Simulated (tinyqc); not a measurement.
Inside a calculation. Method: plane-wave Kohn-Sham cycle with exchange-only LDA in a layered model solid. One step of it, computed by the program tinyqc.

Question. Iteration 2: potential. V_H(G) = 4 pi rho(G)/G^2 for G != 0 (uniform background); v_x = -(3 rho/pi)^(1/3); V = V_ext + V_H + v_x; Fourier components f(G_m) = (1/N) sum_j f(x_j) exp(-i G_m x_j).

A solid whose potential varies along x alone (atomic units):
```
parameter                      value
period a                   15.700000
cross-section of the cell  15.000000
electrons per cell                 2
grid points                       16
plane waves -n..n, n               2
k points                           2
V1 in V1 cos(2 pi x/a)     -0.360000
V2 in V2 cos(4 pi x/a)     -0.210000
```

density after iteration 1 (e/bohr^3): 0.01132316  0.01062060  0.00915787  0.00805366  0.00767591  0.00764808  0.00764557  0.00764794  0.00765868  0.00764794  0.00764557  0.00764808  0.00767591  0.00805366  0.00915787  0.01062060

Give: Potentials on the grid; V(G_m), m = 0, 1, 2, ....

Answer.

Potentials on the grid (hartree):
```
x        V_ext     V_H     v_x          V
0.000   -0.570   0.135  -0.221     -0.656
0.981   -0.481   0.119  -0.216     -0.579
1.962   -0.255   0.078  -0.206     -0.383
2.944    0.011   0.028  -0.197     -0.159
3.925    0.210  -0.017  -0.194  -1.61e-03
4.906    0.286  -0.053  -0.194      0.039
5.888    0.255  -0.079  -0.194     -0.018
6.869    0.184  -0.094  -0.194     -0.104
7.850    0.150  -0.099  -0.194     -0.143
8.831    0.184  -0.094  -0.194     -0.104
9.812    0.255  -0.079  -0.194     -0.018
10.794   0.286  -0.053  -0.194      0.039
11.775   0.210  -0.017  -0.194  -1.61e-03
12.756   0.011   0.028  -0.197     -0.159
13.738  -0.255   0.078  -0.206     -0.383
14.719  -0.481   0.119  -0.216     -0.579
```

V(G_m), m = 0, 1, 2, ... (hartree): -0.200  -0.129  -0.099  0.000  0.000
